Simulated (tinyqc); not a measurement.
## Thin-film transistor with exponential tail and deep states, accumulation layer: effect of the temperature

An undoped film in accumulation, thicker than the space-charge layer. With band bending psi the Fermi level lies E0 - psi below the band edge. Free electrons n = n0 exp(psi/Vt) carry the current; electrons in two exponential distributions of traps, a = a0 exp(psi/Va) and d = d0 exp(psi/Vp), do not. Linear regime, ohmic contacts, traps in equilibrium.

Va = kB Tt/q, Vp = kB Td/q; n0 = Nc exp(-E0/Vt), a0 = Nt th(T/Tt) exp(-E0/Va), d0 = Nd th(T/Td) exp(-E0/Vp), th(x) = pi x/sin(pi x). G(psi) = sum over the three kinds of c0 [V (exp(psi/V) - 1) - psi], field F = sqrt(2 q G/(eps0 eps_r)); Vg = psi + eps0 eps_r F/Ci at the surface. Total charge Q = Ci (Vg - psi_s); free charge Qf = q times the integral of n0 (exp(psi/Vt) - 1)/F over psi from 0 to psi_s; I = (W/L) mb Qf Vd; effective mobility mb Qf/Q. Nc, E0 and mb are held fixed.

Inputs (values chosen for the exercise); values close to those of an organic semiconductor:
```
symbol   value        unit                                        meaning
eps_r      3.2                 relative permittivity of the semiconductor
Nc      8.2e19       cm^-3                     density of extended states
mb         2.9  cm^2/(V s)                                  band mobility
Nt      1.3e20       cm^-3                   total density of tail states
Tt         390           K         characteristic temperature of the tail
Nd      3.3e17       cm^-3                   total density of deep states
Td        1150           K  characteristic temperature of the deep states
E0        0.67          eV           bulk Fermi level below the band edge
Ci         100     nF/cm^2                               gate capacitance
WL           2                                                  ratio W/L
Vd         0.2           V                                  drain voltage
Vg         2.4           V                   gate voltage above flat band
```

Constants: q = 1.602176634e-19 C, kB = 1.380649e-23 J/K, Vt = kB T/q, eps0 = 8.8541878128e-14 F/cm where lengths are in cm. Results are converted to the units shown.

Effect of the temperature:
```
T (K)	E0 - psi_s (eV)	Q (nC/cm^2)	free share (%)	effective mobility (cm^2/(V s))	I (nA)
160	0.09446	182.4	0.2037	0.005906	0.4310
180	0.09729	182.7	0.4205	0.01219	0.8913
200	0.1006	183.1	0.7424	0.02153	1.576
220	0.1045	183.5	1.165	0.03378	2.479
240	0.1090	183.9	1.666	0.04831	3.554
260	0.1143	184.4	2.205	0.06396	4.718
280	0.1204	185.0	2.727	0.07909	5.854
300	0.1278	185.8	3.157	0.09155	6.803
```

What does the comparison show?

As T goes from 160 to 300 K, the free share rises from 0.204 to 3.16 %, the distance of the Fermi level from the edge rises from 0.0945 to 0.128 eV and the current rises from 0.431 to 6.80 nA. The apparent activation energy between the first two rows is 0.0901 eV, against E0 - psi_s = 0.0945 eV there. For T = 260 to 300 K the th form, which assumes a Fermi level far below the edge, overcounts the filled tail at the surface by more than 15 %.

Numbers from tinyqc (`OMP_NUM_THREADS=1 python tinyqc.py 2610131 2610132 out.jsonl`; about 0.01 s on one thread of a shared Intel Xeon 2.30GHz).
